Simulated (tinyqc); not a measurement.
States in the gap of a film: thin (001) film in sp3s* tight binding with raised dangling bonds.

Planes alternate anion (a), cation (c) along [001], a/4 apart, starting with an anion; zero in-plane momentum; levels counted from the bulk Ev, the lower root of [[Epa, Vxx], [Vxx, Epc]]; no spin-orbit coupling. Block of s, pz, s*: from an anion to the cation above, Vss/2 (s,s), Vsapc/2 (s,z), -Vscpa/2 (z,s), Vxx/2 (z,z), Vxapc/2 (s*,z), -Vpaxc/2 (z,s*); to the cation below the same with the s-z and s*-z signs reversed. Block of u = (px + py)/sqrt2 and v = (px - py)/sqrt2: to the cation above (Vxx + Vxy)/2 for u and (Vxx - Vxy)/2 for v, to the cation below the reverse. Each surface atom has two dangling sp3 hybrids; raising both by dl adds (dl/2) [[1, t], [t, 1]] to its s, pz levels (t = -1 at the bottom face, +1 at the top) and dl to the one of u, v in whose plane the missing bonds lie (v for a bottom anion or a top cation, u for a top anion).

Inputs chosen for the exercise (out of a larger set: near a published set for Si, fitted to gaps, whose masses and valley positions are rough; not measured data): p = (-4.239, 1.701, -4.239, 1.701, 6.734, 6.734, -8.351, 1.729, 4.532, 5.768, 5.768, 5.424, 5.424) eV (order Esa, Epa, Esc, Epc, Exa, Exc, Vss, Vxx, Vxy, Vsapc, Vscpa, Vxapc, Vpaxc); Nw = 33 (planes in the thicker film).

edges (eV): Gamma 3.45800, Delta 1.18616

Levels between 0 and the lower bulk edge, the largest weight on the two outer planes of both faces among them, and the nearest levels outside, for several shifts dl.

Film of Nw planes:
```
dl (eV)  levels in the gap       at (eV)  surface weight  next above (eV)  next below (eV)
0                        2  0.284, 0.293            0.69           1.2100          -0.0427
1                        2  0.750, 0.751            0.81           1.2106          -0.0418
2                        2  1.181, 1.184            0.39           1.2222          -0.0412
3                        0             -               -           1.2080          -0.0408
5                        0             -               -           1.2089          -0.0404
10                       0             -               -           1.2092          -0.0398
30                       0             -               -           1.2093          -0.0393
100                      0             -               -           1.2093          -0.0391
```

Can the levels of the bare film be read as confined subbands?

No: with bare surfaces (dl = 0) 2 levels lie in the bulk gap, with up to 69 % of the weight on the four outer planes, two a face, where an even spread gives 12 %; these are dangling-bond states, not subbands. The reruns show the bulk gap clear from dl = 3 eV on, and at dl = 30 eV the next level above lies 0.0 meV from its value at 100 eV.

Run: tinyqc, `OMP_NUM_THREADS=1 python tinyqc.py 1450264 1450265 out.jsonl`; Intel(R) Xeon(R) Processor @ 2.30GHz, one thread, shared host; about 0.5 s of CPU time with all checks.
